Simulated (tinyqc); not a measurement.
Geometry relaxation of a small cluster: one step, computed by the program tinyqc.

E = sum_i {sum_j A exp(-p (r_ij/r0 - 1)) - xi sqrt(rho_i)}, rho_i = sum_j exp(-2 q (r_ij/r0 - 1)); the force on i is -sum_j w_ij (R_i - R_j)/r_ij with w_ij = -(2p/r0) A exp(-p (r_ij/r0 - 1)) + (xi q/r0) exp(-2 q (r_ij/r0 - 1)) (rho_i^(-1/2) + rho_j^(-1/2)).

Problem. Energy and forces at the start. Evaluate E and the forces at the starting positions.

Inputs (values chosen for the exercise, for model atoms):

| quantity | value | unit |
|---|---|---|
| length r0 | 2.92 | angstrom |
| repulsion A | 0.12 | eV |
| hopping xi | 1.63 | eV |
| decay p | 11.3 | - |
| decay q | 2.88 | - |

Potential: Gupta. Method: conjugate gradient.

starting positions (angstrom):
```
            x      y      z
atom 1  -0.18  -0.19  -0.17
atom 2   2.93   0.03  -0.08
atom 3   1.52   2.28    0.2
atom 4   1.18   0.99   2.18
atom 5   1.54   0.67  -2.27
```

Give: distances; energy at the start; forces.

Solution.

distances (angstrom): 1-2 3.119, 1-3 3.021, 1-4 2.960, 1-5 2.847, 2-3 2.670, 2-4 3.015, 2-5 2.672, 3-4 2.387, 3-5 2.948, 4-5 4.476

energy at the start = -13.08 eV

forces (eV/angstrom):
```
             x       y       z
atom 1   1.713   1.016   0.110
atom 2  -0.944   0.013   0.300
atom 3   0.044   1.163  -3.279
atom 4  -0.441  -2.259   1.711
atom 5  -0.372   0.067   1.159
```
